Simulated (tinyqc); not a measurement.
From results back to parameters: two-node Weyl semimetal on a cubic lattice and its slab.

Problem. Along (0,0,kz) the levels of the bulk are -/+ |M|, M = tz (cos k0 - cos kz), with nodes at +/-k0, 0 < k0 < pi. The planes with M < 0, that is |kz| < k0, each carry a Chern number of size one. The gaps at kz = 0 and pi come from hidden tz and k0.

gaps 2|M| (eV): kz = 0 1.04978, kz = pi 0.99022
Find: tz; k0; |sigma_xy| = k0/pi.

Solution. The gaps are 2 tz (1 - cos k0) and 2 tz (1 + cos k0): their sum is 4 tz, and the gap at pi less the gap at 0, over the sum, is cos k0.

tz = 0.510 eV
k0 = 1.600 1/a
|sigma_xy| = k0/pi = 0.509 e^2/(h a)

(tinyqc, `OMP_NUM_THREADS=1 python tinyqc.py 1482429 1482430 out.jsonl`, Intel(R) Xeon(R) Processor @ 2.30GHz, 1 thread, shared host, about 0.2 s.)
